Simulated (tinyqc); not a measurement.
Image-sensor pixel with a pinned photodiode, signal and noise: two steps of the calculation.

A buried n layer between a heavily doped p+ surface layer and a p layer is emptied into a floating diffusion, read through a source follower with correlated double sampling (reset noise cancelled). One-dimensional abrupt junctions; no blooming, lag or crosstalk.

Inputs (values chosen for the exercise); material values close to those of silicon: temperature T = 313 K; floating-diffusion capacitance Cf = 0.98 fF; usable swing of the floating diffusion dV = 0.7 V; source-follower gain As = 0.89; read noise at the output vn = 150 uV; gain non-uniformity pr = 1.4 %; exposure ti = 100 ms; photons on the photodiode per exposure Ph = 900.

Constants: q = 1.602176634e-19 C, kB = 1.380649e-23 J/K. Results are converted to the units shown.

Task 1. Full well, conversion gain and read noise. Floating-diffusion limit Cf dV/q; full well FW is the smaller of the two; conversion gain CG = q As/Cf; read noise in electrons vn/CG. Reset noise sqrt(kB T Cf)/q is listed for comparison.

diode capacity = 25227.027 electrons

Wanted: floating-diffusion limit; FW; CG; read noise; reset noise.

Result 1.

floating-diffusion limit = 4282 electrons
FW = 4282 electrons
CG = 145.5 uV/electron
read noise = 1.031 electrons
reset noise = 12.84 electrons

The floating diffusion limits the full well.

Task 2. Noise budget. Signal S = QE Ph; variance = S + dark rate x ti + (read noise)^2 + (pr S)^2; SNR = 20 log10(S/noise); dynamic range 20 log10(FW/noise at S = 0).

QE = 0.79562444
generation rate = 35.363137 electrons/s
diffusion rate = 0.97892074 electrons/s
read noise = 1.0309009 electrons
FW = 4281.6752 electrons

Wanted: S; variances; noise; SNR; dynamic range.

Result 2.

S = 716.1 electrons
variances (electrons^2): photon shot 716.1, dark shot 3.634, read 1.063, non-uniformity 100.5
noise = 28.66 electrons
SNR = 27.95 dB
dynamic range = 65.91 dB

The largest part, 87.2 % of the variance, is photon shot noise.

Computed by the program tinyqc: `OMP_NUM_THREADS=1 python tinyqc.py 2630117 2630118 out.jsonl`, one thread of a shared Intel Xeon 2.30GHz, about 0.01 s for the whole run.
